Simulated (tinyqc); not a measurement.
Worked calculation: MP2 on RHF in the sto-3g basis, for H3-, spin multiplicity 1. The basis has no diffuse functions, so it cannot describe the extra electron: this is an exercise in the method, not the real anion. Computed by tinyqc, a small Python program that keeps every step (integrals from PySCF). Settings: charge = -1, multiplicity = 1, basis = sto-3g, method = RHF, energy threshold = 1e-10, iteration cap = 73, orthogonalisation = symmetric, start = core, DIIS depth = 6. Command: `OMP_NUM_THREADS=1 python tinyqc.py 20518 20519 out.jsonl` (the two numbers bound the seeds that draw the settings). One thread of a shared host (Intel(R) Xeon(R) Processor @ 2.60GHz), about 0.1 s of CPU time with the checks. Later iterations appear only in the table of the cycle.

## One-electron integrals

Geometry (angstrom):
```
atom         x         y          z
H     0.000000  0.000000   0.000000
H     0.000000  0.000000   1.106000
H     0.000000  1.010000  -0.616000
```

Basis sto-3g: exponents (1/bohr^2) and contraction coefficients of normalised primitives:
```
element  l (shell)  exponent  coefficient
H            s (1)  3.425251     0.154329
H            s (1)  0.623914     0.535328
H            s (1)  0.168855     0.444635
```

Overlap, kinetic and nuclear-attraction integrals over the contracted functions; the nuclear repulsion is the sum of Za Zb / Rab.

nuclear repulsion = 1.19084105 hartree

overlap S:
```
          1H 1s     2H 1s     3H 1s
1H 1s  1.000000  0.436307  0.395632
2H 1s  0.436307  1.000000  0.119934
3H 1s  0.395632  0.119934  1.000000
```

kinetic energy T (hartree):
```
          1H 1s      2H 1s      3H 1s
1H 1s  0.760032   0.076570   0.056675
2H 1s  0.076570   0.760032  -0.010065
3H 1s  0.056675  -0.010065   0.760032
```

nuclear attraction V (hartree):
```
           1H 1s      2H 1s      3H 1s
1H 1s  -2.136021  -0.814534  -0.722510
2H 1s  -0.814534  -1.960359  -0.204101
3H 1s  -0.722510  -0.204101  -1.932219
```

core Hamiltonian H = T + V (hartree):
```
           1H 1s      2H 1s      3H 1s
1H 1s  -1.375989  -0.737964  -0.665836
2H 1s  -0.737964  -1.200327  -0.214167
3H 1s  -0.665836  -0.214167  -1.172187
```

## Two-electron integrals

Functions are numbered as in S; the eight-fold symmetry (ij|kl) = (ji|kl) = (kl|ij) leaves the list below.

Two-electron integrals (ij|kl) in chemists' order, unique and non-zero (hartree):
```
(11|11) 0.774606   (21|11) 0.263094   (21|21) 0.118705   (22|11) 0.444901
(22|21) 0.263094   (22|22) 0.774606   (31|11) 0.233001   (31|21) 0.079056
(31|22) 0.136683   (31|31) 0.095747   (32|11) 0.063374   (32|21) 0.026704
(32|22) 0.056238   (32|31) 0.024302   (32|32) 0.007421   (33|11) 0.422589
(33|21) 0.146868   (33|22) 0.264166   (33|31) 0.233001   (33|32) 0.056238
(33|33) 0.774606
```

## Orthogonalisation

S = U s U^T; symmetric (Loewdin) form X = U s^(-1/2) U^T, so that X^T S X = 1.

eigenvalues of S: 0.467544  0.880689  1.651767

X:
```
           1H 1s      2H 1s      3H 1s
1H 1s   1.154682  -0.254440  -0.226103
2H 1s  -0.254440   1.084130   0.009264
3H 1s  -0.226103   0.009264   1.067334
```

## Starting guess

The start is the orbitals of the core Hamiltonian; D = 2 C_occ C_occ^T.

D at the start:
```
          1H 1s      2H 1s      3H 1s
1H 1s  0.957014   0.402358   0.399240
2H 1s  0.402358   1.249393  -0.966864
3H 1s  0.399240  -0.966864   1.358505
```

## Iteration 1: building the Fock matrix

J_ij = sum D_kl (ij|kl), K_ij = sum D_kl (ik|jl); F = H + J - 0.5 K; E = tr D H + tr D J / 2 - 0.25 tr D K + E_nn.

Coulomb J (hartree):
```
          1H 1s     2H 1s     3H 1s
1H 1s  2.146469  0.887022  0.803365
2H 1s  0.887022  1.964539  0.233857
3H 1s  0.803365  0.233857  1.982261
```

exchange K (hartree):
```
          1H 1s     2H 1s     3H 1s
1H 1s  1.264582  0.739169  0.671633
2H 1s  0.739169  1.215760  0.093811
3H 1s  0.671633  0.093811  1.250063
```

Fock matrix F (hartree):
```
           1H 1s      2H 1s      3H 1s
1H 1s   0.138189  -0.220526  -0.198287
2H 1s  -0.220526   0.156332  -0.027215
3H 1s  -0.198287  -0.027215   0.185042
```

total energy of this density = -1.22142212 hartree

## Iteration 1: diagonalisation and new density

Diagonalise F' = X^T F X, C = X C', fill 2 alpha and 2 beta electrons from the bottom; D = 2 C_occ C_occ^T. Each column has its largest component positive (the first on a tie).

F' = X^T F X (hartree):
```
           1          2          3
1   0.433811  -0.381241  -0.343212
2  -0.381241   0.314755   0.088696
3  -0.343212   0.088696   0.313968
```

orbital energies (hartree): MO1 -0.095123, MO2 0.226184, MO3 0.931473

coefficients C:
```
            MO1        MO2        MO3
1H 1s  0.559382   0.022677   1.065706
2H 1s  0.419906  -0.716807  -0.741640
3H 1s  0.344454   0.788184  -0.671212
```

D after iteration 1:
```
          1H 1s      2H 1s      3H 1s
1H 1s  0.626846   0.437266   0.421110
2H 1s  0.437266   1.380266  -0.840676
3H 1s  0.421110  -0.840676   1.479766
```

## Iteration 5 (converged): orbitals

converged F (hartree):
```
           1H 1s      2H 1s      3H 1s
1H 1s   0.125590  -0.234819  -0.210074
2H 1s  -0.234819   0.130086  -0.047005
3H 1s  -0.210074  -0.047005   0.161995
```

As before.

F' = X^T F X (hartree):
```
           1          2          3
1   0.426412  -0.384975  -0.344987
2  -0.384975   0.290634   0.071342
3  -0.344987   0.071342   0.292424
```

orbital energies (hartree): MO1 -0.123664, MO2 0.220776, MO3 0.912357

coefficients C:
```
            MO1        MO2        MO3
1H 1s  0.542583   0.020630   1.074398
2H 1s  0.431707  -0.715166  -0.736431
3H 1s  0.354709   0.789657  -0.664102
```

D after iteration 5:
```
          1H 1s      2H 1s      3H 1s
1H 1s  0.589643   0.438965   0.417499
2H 1s  0.438965   1.395664  -0.823211
3H 1s  0.417499  -0.823211   1.498755
```

## Convergence

Stop when the energy changes by less than 1e-10 hartree and every element of the error matrix X^T (F D S - S D F) X is below 3e-06.

Course of the cycle:
```
iteration  E (hartree)     change  largest element of the error matrix
1          -1.22142212          -                             1.90e-01
2          -1.25892044  -3.75e-02                             2.05e-02
3          -1.25937826  -4.58e-04                             1.41e-04
4          -1.25937828  -2.26e-08                             6.14e-06
5          -1.25937828  -3.51e-11                             2.46e-09
```

PySCF RHF in the same basis = -1.25937828 hartree

Converged in 5 iterations.

## Populations, bond orders and dipole

Mulliken: Z minus the diagonal of D S on the atom; Loewdin: the same with S^(1/2) D S^(1/2); Mayer order: 2 sum_s sum (D(s) S)_ij (D(s) S)_ji over the two atoms.

Charges (e):
```
atom   Mulliken    Loewdin
1H     0.053657   0.061665
2H    -0.488457  -0.491307
3H    -0.565200  -0.570358
```

Mayer bond orders:
```
pair     order
2-1   0.538991
3-1   0.458130
3-2   0.222419
```

dipole moment about the origin, x y z (debye): 0.000000  -2.741919  -0.922553

## Integrals over molecular orbitals

(pq|rs) = sum C_ip C_jq C_kr C_ls (ij|kl), one index at a time.

one-electron integrals over orbitals h = C^T H C (hartree):
```
           1          2          3
1  -1.443874  -0.002188  -0.088295
2  -0.002188  -1.103458  -0.002672
3  -0.088295  -0.002672  -0.847831
```

Two-electron integrals over orbitals (pq|rs), unique and non-zero (hartree):
```
(11|11) 0.534647    (21|11) -0.019264   (21|21) 0.148234    (22|11) 0.466899
(22|21) 0.021452    (22|22) 0.538671    (31|11) 0.069523    (31|21) 0.013211
(31|22) -0.057905   (31|31) 0.143341    (32|11) 0.020148    (32|21) -0.134583
(32|22) -0.024413   (32|31) -0.005787   (32|32) 0.138209    (33|11) 0.546059
(33|21) -0.009707   (33|22) 0.474810    (33|31) 0.091465    (33|32) 0.013292
(33|33) 0.591275
```

## Second-order Moller-Plesset energy

Hartree-Fock energy = -1.25937828 hartree

E2 = sum_ijab (ia|jb) [2 (ia|jb) - (ib|ja)] / (e_i + e_j - e_a - e_b) over occupied i, j and virtual a, b; the opposite-spin part is (ia|jb)^2 / denominator, the rest is same-spin, and SCS-MP2 scales them by 6/5 and 1/3.

Terms:
```
i  j  a  b    (ia|jb)    (ib|ja)  denominator       term
2  2  3  3   0.138209   0.138209    -1.383162  -0.013810
1  1  3  3   0.143341   0.143341    -2.072042  -0.009916
1  2  3  3  -0.005787  -0.005787    -1.727602  -0.000019
2  1  3  3  -0.005787  -0.005787    -1.727602  -0.000019
```

Pair energies (hartree; pair i-j sums ij and ji):
```
pair  opposite spin  same spin
1-1       -0.009916   0.000000
2-1       -0.000039   0.000000
2-2       -0.013810   0.000000
```

MP2 correlation energy = -0.02376507 hartree

SCS-MP2 correlation energy = -0.02851808 hartree

MP2 total energy = -1.28314335 hartree
